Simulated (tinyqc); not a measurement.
# Activation field and prefactor from two times

Question. Merz's law: tau = t0 exp(Ea d/V). Find Ea and t0.

Parameters, values chosen for the exercise: film thickness d = 50 nm.

tau at V = 6.4 and 9 V (ns): 4514.8479  529.02175

Answer. ln(tau) is linear in 1/V with slope Ea d.

Ea = 9.50e3 kV/cm
t0 = 2.70 ns

Computed by the program tinyqc: `OMP_NUM_THREADS=1 python tinyqc.py 2860143 2860144 out.jsonl`, one thread of a shared Intel Xeon 2.30GHz, about 0.01 s for the whole run.
